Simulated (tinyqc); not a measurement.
What moves the results: Gamma, L and X subbands of a thin body with non-parabolic valleys. A value that a table varies takes the place of the one given here.

Hard walls, flat band, c = hbar^2/2m0, energies from the bulk Gamma edge. For a valley at angle theta to the normal 1/m_z = cos^2/ml + sin^2/mt and m_d = sqrt(ml mt^2/m_z). Subband n starts at E_v + e with e (1 + a e) = c (n pi/t)^2/m_z, and its density-of-states mass is taken as m_d (1 + 2 a e), without further growth at higher in-plane energy. Groups are named by valley and degeneracy.

n_i = g m/(2 pi c) kB T ln(1 + exp((EF - E_i)/kB T)), sum n_i = Ns (1e12/cm^2 = 1e-4/angstrom^2), c = hbar^2/2m0. Quantum capacitance Cq = 1602.176634 sum g m/(2 pi c) f_i in microfarad/cm^2 with f_i = 1/(1 + exp((E_i - EF)/kB T)); Cox = 34.5313/eot (one gate); C/Cox = Cq/(Cq + Cox), the centroid term left out.

Constants: hbar^2/2m0 = 3.80998211 eV angstrom^2; kB = 8.617333262e-05 eV/K.

Inputs chosen for the exercise (near those of a thin GaAs channel; the results hold for these values, not for the real material):

| symbol | value | unit | meaning |
|---|---|---|---|
| face | 100 |  | surface |
| mG | 0.0659 | m0 | Gamma mass |
| aG | 0.58 | 1/eV | Gamma non-parabolicity |
| EL | 0.279 | eV | L edge above Gamma |
| mL | (1.935, 0.075) | m0 | L valleys (four, along <111>): ml, mt |
| EX | 0.451 | eV | X edge above Gamma |
| mX | (1.299, 0.229) | m0 | X valleys (three, along <100>): ml, mt |
| aS | 0.46 | 1/eV | non-parabolicity of L and X |
| Ns | 8.7 | x 1e12/cm^2 | sheet density |
| T | 300 | K | temperature |
| eot | 10 | angstrom | equivalent oxide thickness |
| ts | (20, 26, 34, 45, 60, 85, 130) | angstrom | thicknesses |
| t | 46 | angstrom | body thickness |
| Nl | (0.5, 1, 2, 4, 7, 11, 16) | x 1e12/cm^2 | sheet densities |

## Thinning the body

Lowest edge of each valley type, the lowest group, the Gamma share and C/Cox, with n = 1 to 8 of all groups.

Results:

| t (angstrom) | Gamma (eV) | L (eV) | X (eV) | lowest | Gamma share (%) | C/Cox |
|---|---|---|---|---|---|---|
| 20 | 0.928 | 0.934 | 0.521 | X1 | 0.0 | 0.823 |
| 26 | 0.621 | 0.701 | 0.493 | X1 | 1.8 | 0.860 |
| 34 | 0.401 | 0.542 | 0.476 | G1 | 41.3 | 0.901 |
| 45 | 0.247 | 0.436 | 0.465 | G1 | 61.2 | 0.878 |
| 60 | 0.146 | 0.370 | 0.459 | G1 | 67.7 | 0.859 |
| 85 | 0.076 | 0.325 | 0.455 | G1 | 77.1 | 0.849 |
| 130 | 0.033 | 0.299 | 0.453 | G1 | 93.4 | 0.799 |

From 130 down to 20 angstrom Gamma rises by 0.89 eV, L by 0.63 and X by 0.07 eV, the light Gamma mass moving most. The lowest group changes from G1 to X1 between 34 and 26 angstrom. The Gamma share goes from 93 % to 0 %. C/Cox is 0.80 and 0.82 at the ends and lies between 0.80 and 0.90. Hard walls overstate the rise in the thinnest rows.

## Raising the sheet density

Fixed thickness, n = 1 to 8 of all groups; the gate overdrive above the lowest edge is (EF - E_lowest)/e + 0.1602177 Ns/Cox in volts.

Results:

| Ns (1e12/cm^2) | EF - lowest (eV) | Gamma share (%) | Cq | C/Cox | overdrive (V) |
|---|---|---|---|---|---|
| 0.5 | -0.008 | 98.6 | 2.40 | 0.410 | 0.015 |
| 1.0 | 0.017 | 98.1 | 3.83 | 0.526 | 0.064 |
| 2.0 | 0.052 | 96.4 | 5.39 | 0.610 | 0.144 |
| 4.0 | 0.100 | 88.5 | 8.33 | 0.707 | 0.286 |
| 7.0 | 0.140 | 70.4 | 17.71 | 0.837 | 0.465 |
| 11.0 | 0.166 | 53.1 | 33.41 | 0.906 | 0.677 |
| 16.0 | 0.185 | 40.7 | 51.50 | 0.937 | 0.928 |

The lowest subband is G1 n=1. At the highest density band filling takes 0.185 V of the 0.928 V overdrive. Cq grows from 2.4 to 51.5 microfarad/cm^2, helped by heavier valleys that begin to fill: the Gamma share falls from 99 % to 41 %.

## What each parameter does

n = 1 to 8 of all groups. Each row changes one parameter from the base and keeps the others.

Results:

| case | lowest edge (eV) | EF (eV) | Gamma share (%) | C/Cox |
|---|---|---|---|---|
| base | 0.237 | 0.390 | 61.9 | 0.876 |
| t = 40 angstrom | 0.303 | 0.434 | 55.9 | 0.889 |
| mG = 0.0758 m0 | 0.209 | 0.377 | 76.2 | 0.842 |
| aG = 0.41 1/eV | 0.245 | 0.394 | 56.7 | 0.884 |
| EL = 0.229 eV | 0.237 | 0.352 | 46.6 | 0.898 |
| Ns = 13 x 1e12/cm^2 | 0.237 | 0.412 | 47.2 | 0.922 |
| eot = 8 angstrom | 0.237 | 0.390 | 61.9 | 0.849 |
| T = 250 K | 0.237 | 0.400 | 65.6 | 0.882 |

The largest shifts from the base row, up to three for each result and ties (the steps differ in size, so this ranks the rows, not the parameters). lowest edge (eV): t +0.066, mG -0.028, aG +0.008; unchanged at the printed digits by EL, Ns, eot and T. EF (eV): t +0.043, EL -0.038, Ns +0.021; unchanged at the printed digits by eot. Gamma share (%): EL -15.4, Ns -14.7, mG +14.2; unchanged at the printed digits by eot. C/Cox: Ns +0.047, mG -0.034, eot -0.026.

tinyqc: `OMP_NUM_THREADS=1 python tinyqc.py 1281192 1281193 out.jsonl`; about 0.03 s, one thread, shared Intel(R) Xeon(R) Processor @ 2.30GHz.
